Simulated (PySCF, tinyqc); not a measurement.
Worked calculation: CISD on RHF in the 6-311g basis, for H2, spin multiplicity 1. The lowest restricted solution is unstable here: a spin-polarised one lies 0.0001 hartree lower (PySCF). One step of it, computed by the program tinyqc.

Problem. Orthogonalisation. S = U s U^T; canonical form X = U s^(-1/2), so that X^T S X = 1. Each column of U has its largest component positive (the first on a tie).

overlap S, order 1H 1s, 1H 2s, 1H 3s, 2H 1s, 2H 2s, 2H 3s:
$$\begin{pmatrix}
1.000000 & 0.706377 & 0.373664 & 0.037496 & 0.184410 & 0.228301 \\
0.706377 & 1.000000 & 0.788963 & 0.184410 & 0.429047 & 0.525851 \\
0.373664 & 0.788963 & 1.000000 & 0.228301 & 0.525851 & 0.765817 \\
0.037496 & 0.184410 & 0.228301 & 1.000000 & 0.706377 & 0.373664 \\
0.184410 & 0.429047 & 0.525851 & 0.706377 & 1.000000 & 0.788963 \\
0.228301 & 0.525851 & 0.765817 & 0.373664 & 0.788963 & 1.000000
\end{pmatrix}$$

Give: eigenvalues of S; X.

Solution.

eigenvalues of S: [0.0586, 0.1305, 0.3211, 0.7137, 1.3879, 3.3881]

X, order 1H 1s, 1H 2s, 1H 3s, 2H 1s, 2H 2s, 2H 3s:
$$\begin{pmatrix}
0.7118 & -0.8923 & -0.7111 & 0.6621 & 0.4710 & 0.1567 \\
-1.8339 & 1.5035 & 0.6538 & 0.0988 & 0.3454 & 0.2418 \\
2.1589 & -0.8803 & 0.7899 & -0.5024 & 0.1381 & 0.2541 \\
-0.7118 & -0.8923 & 0.7111 & 0.6621 & -0.4710 & 0.1567 \\
1.8339 & 1.5035 & -0.6538 & 0.0988 & -0.3454 & 0.2418 \\
-2.1589 & -0.8803 & -0.7899 & -0.5024 & -0.1381 & 0.2541
\end{pmatrix}$$
